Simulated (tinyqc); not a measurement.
# Worked calculation: p-n heterojunction, non-linear Poisson equation by Newton steps, Boltzmann statistics

Program tinyqc, `OMP_NUM_THREADS=1 python tinyqc.py 2040148 2040149 out.jsonl`; Intel Xeon 2.30GHz, shared host, one thread, about 0.03 s. Printed values are rounded; ~0 in a residual or rate marks an entry under 1e-11 of the largest of its column.

One dimension, material 1 (p-type) at x < 0 and material 2 (n-type) at x > 0. Band edges: Ec = -psi in material 1 and -psi + dEc in material 2, Ev = Ec - Eg. Flat quasi-Fermi levels: 0 for holes, +V for electrons. n = Nc F((EFn - Ec)/Vt), p = Nv F((Ev - EFp)/Vt), with F(eta) = exp(eta) (Boltzmann statistics); full ionisation, no interface charge, classical densities; the doping types are chosen for the exercise.

Values chosen for this exercise; band and dielectric values those of a made-up pair: temperature T = 300 K; band gap of material 1 Eg1 = 0.848 eV; relative permittivity of material 1 er1 = 16.7; conduction-band density of states of material 1 Nc1 = 2.19e17 cm^-3; valence-band density of states of material 1 Nv1 = 8.34e18 cm^-3; band gap of material 2 Eg2 = 1.34 eV; relative permittivity of material 2 er2 = 12.1; conduction-band density of states of material 2 Nc2 = 6.32e17 cm^-3; valence-band density of states of material 2 Nv2 = 1.12e19 cm^-3; conduction-band offset Ec2 - Ec1 dEc = 0.17 eV; acceptor density of material 1 N1 = 1.4e18 cm^-3; donor density of material 2 N2 = 1.5e16 cm^-3; bias of side 1 against side 2 V = 0 V.

Constants: q = 1.602176634e-19 C, kB = 1.380649e-23 J/K, Vt = kB T/q, eps0 = 8.8541878128e-14 F/cm where lengths are in cm. Results are converted to the units shown.

## Offsets and end potentials

dEv = Ev1 - Ev2 = Eg2 - Eg1 - dEc. Neutrality of the majority carriers far from the junction: Nv1 F((-psi_L - Eg1)/Vt) = N1 and Nc2 F((V + psi_R - dEc)/Vt) = N2. Total bending psi_R - psi_L.

dEv = 0.322 eV
psi_L = -0.801865 V
psi_R = 0.0732918 V
psi_R - psi_L = 0.875157 V

The alignment is straddling (type I): dEc and dEv have the same sign.

## Permittivity of the intervals

x, node 0 to 12 (nm): -36.7  -28.1  -20.9  -14.7  -9.58  -5.22  -1.55  1.55  9.78  31.6  89.6  243  652

er1 or er2; the interface lies midway in its interval, which gets the series value 2 er1 er2/(er1 + er2).

eps_r, interval 0 to 11: 16.7  16.7  16.7  16.7  16.7  16.7  14.0326  12.1  12.1  12.1  12.1  12.1

## Couplings between neighbouring nodes

a_i = eps0 eps_r/h_i for the interval from node i to i + 1, with h_i = x_(i+1) - x_i in cm.

coupling a_i, interval 0 to 11 (F/cm^2): 1.71936e-6  2.05368e-6  2.38492e-6  2.88799e-6  3.39140e-6  4.02902e-6  4.00799e-6  1.30177e-6  4.90998e-7  1.84717e-7  6.98407e-8  2.61945e-8

## Starting potential

material, node 0 to 12: 1  1  1  1  1  1  1  2  2  2  2  2  2

psi_L on the nodes of material 1 and psi_R on those of material 2.

psi at the start, node 0 to 12 (V): -0.801865  -0.801865  -0.801865  -0.801865  -0.801865  -0.801865  -0.801865  0.073292  0.073292  0.073292  0.073292  0.073292  0.073292

## Iteration 1: densities, residual and Jacobian diagonal

n_i = Nc F(a_n), a_n = (V - Ec_i)/Vt; p_i = Nv F(a_p), a_p = (Ec_i - Eg)/Vt; rho_i = p_i - n_i + C_i with C = -N1 or +N2; g_i = (n_i + p_i)/Vt. Box widths w_i = (h_(i-1) + h_i)/2 in cm. Residual F_i = a_i (psi_(i+1) - psi_i) - a_(i-1) (psi_i - psi_(i-1)) + q rho_i w_i; Jacobian: a_(i-1) and a_i beside the diagonal, b_i = -a_(i-1) - a_i - q g_i w_i on it. The two end nodes are fixed.

```
node  n (cm^-3)  p (cm^-3)
0       7408.14     1.4e18
1       7408.14     1.4e18
2       7408.14     1.4e18
3       7408.14     1.4e18
4       7408.14     1.4e18
5       7408.14     1.4e18
6       7408.14     1.4e18
7        1.5e16  0.0145490
8        1.5e16  0.0145490
9        1.5e16  0.0145490
10       1.5e16  0.0145490
11       1.5e16  0.0145490
12       1.5e16  0.0145490
```

```
node  residual F (C/cm^2)  diagonal b (F/cm^2)
1                      ~0          -1.06275e-5
2                      ~0          -1.02518e-5
3                      ~0          -1.01838e-5
4                      ~0          -1.03920e-5
5                      ~0          -1.09040e-5
6              3.50762e-6          -1.09740e-5
7             -3.50762e-6          -5.36242e-6
8                      ~0          -1.93244e-6
9                      ~0          -1.04673e-6
10                     ~0          -1.23717e-6
11                     ~0          -2.71014e-6
```

## Iteration 1: Newton step

Solve the tridiagonal system a_(i-1) d_(i-1) + b_i d_i + a_i d_(i+1) = -F_i for nodes 1 to 11, with d = 0 on fixed nodes. Half of the step is added while the largest |d| exceeds 1.5 Vt, the full step after that.

Newton step d, before damping, node 1 to 11 (V): 0.000106  0.000547  0.002261  0.007520  0.021119  0.050825  -0.757227  -0.581251  -0.280042  -0.041873  -0.001079
psi after iteration 1, node 0 to 12 (V): -0.801865  -0.801812  -0.801591  -0.800734  -0.798105  -0.791305  -0.776452  -0.305321  -0.217334  -0.066729  0.052355  0.072752  0.073292

## Iteration 2: densities, residual and Jacobian diagonal

As before.

```
node   n (cm^-3)   p (cm^-3)
0        7408.14      1.4e18
1        7423.30  1.39714e18
2        7486.94  1.38526e18
3        7739.25  1.34010e18
4        8567.94  1.21049e18
5        11145.4  9.30551e17
6        19797.8  5.23866e17
7      6.54136e9     33362.4
8     1.96697e11     1109.50
9     6.66567e13     3.27403
10    6.67384e15   0.0327002
11    1.46902e16   0.0148559
12        1.5e16   0.0145490
```

```
node  residual F (C/cm^2)  diagonal b (F/cm^2)
1             3.70203e-13          -1.06135e-5
2             8.38392e-12          -1.01907e-5
3             1.19613e-10          -9.97370e-6
4              1.07201e-9          -9.83533e-6
5              6.58597e-9          -9.73590e-6
6              1.78093e-6          -9.13600e-6
7             -1.77239e-6          -5.30976e-6
8             -3.69826e-8          -1.79277e-6
9             -4.24008e-8          -6.77363e-7
10            -6.47200e-9          -6.91744e-7
11           -1.46157e-11          -2.65615e-6
```

## Iteration 2: Newton step

As before.

Newton step d, before damping, node 1 to 11 (V): -0.000001  -0.000004  -0.000019  -0.000103  -0.000599  -0.002995  -0.450570  -0.467077  -0.435522  -0.125989  -0.003318
psi after iteration 2, node 0 to 12 (V): -0.801865  -0.801812  -0.801593  -0.800744  -0.798156  -0.791605  -0.777950  -0.530606  -0.450872  -0.284490  -0.010639  0.071093  0.073292

## Course of the Newton iteration

Stop when the largest undamped |d| is below 1e-9 V, or after 80 iterations.

Course of the iteration:
```
iteration  largest |F| (C/cm^2)  largest |d| (V)  at node
1                       3.51e-6            0.757        7
2                       1.78e-6            0.467        8
3                       8.91e-7            0.293        9
4                       4.46e-7            0.177       10
5                       2.23e-7           0.0886       10
6                       1.12e-7           0.0444       10
7                       5.58e-8           0.0222       10
8                      3.31e-11          1.96e-5       11
9                      1.20e-14          7.14e-9       11
10                      < 1e-18          < 1e-13       11
```

Converged in 10 iterations. Once the step is below 0.1 Vt, 2 more iteration(s) reach the threshold: near the solution the error is roughly squared each time.

## Band edges, densities and displacement

converged psi, node 0 to 12 (V): -0.801865  -0.801832  -0.801695  -0.801165  -0.799553  -0.795497  -0.787204  -0.770668  -0.720800  -0.595942  -0.315981  0.060747  0.073292

Ec, Ev, n and p as defined; D = a_k (psi_(k+1) - psi_k) on the interval that holds the interface.

```
node   Ec (eV)   Ev (eV)   n (cm^-3)   p (cm^-3)
0     0.801865  -0.04614     7408.14      1.4e18
1     0.801832  -0.04617     7417.55  1.39822e18
2     0.801695  -0.04630     7456.94  1.39084e18
3     0.801165  -0.04684     7611.47  1.36260e18
4     0.799553  -0.04845     8101.27  1.28022e18
5     0.795497  -0.05250     9477.13  1.09436e18
6     0.787204  -0.06080     13061.6  7.94034e17
7     0.940668  -0.39933     99.5853  2.19144e12
8     0.890800  -0.44920     685.379  3.18416e11
9     0.765942  -0.57406     85792.6   2.54376e9
10    0.485981  -0.85402   4.33100e9     50389.3
11    0.109253  -1.23075  9.23296e15   0.0236366
12    0.096708  -1.24329      1.5e16   0.0145490
```

D = 66.2775 nC/cm^2

## Check against the first integral

Exact first integral: on each side D^2/(2 eps0 er) = G, G = q [Vt (nI_j - nI_b) + Vt (pI_j - pI_b) - C (psi_j - psi_b)], with C = -N1 or +N2, b the neutral end of that side, and nI, pI the densities themselves. D is continuous, so er1 G1(psi_j) = er2 G2(psi_j) fixes psi_j. Ends from Nv1 F((-psi_L - Eg1)/Vt) = N1 and Nc2 F((V + psi_R - dEc)/Vt) = N2. D is counted positive when psi rises towards material 2.

psi_j = -0.781206 V
D = 65.3234 nC/cm^2
psi_j - psi_L = 0.0206584 V
psi_R - psi_j = 0.854498 V
Ec1 - EFn at the interface = 0.781206 eV
Ec2 - EFn at the interface = 0.951206 eV

Material 2 takes 97.6 % of the bending. The 13-node mesh gave D = 66.28 nC/cm^2, 1.5 % above the exact value in size.
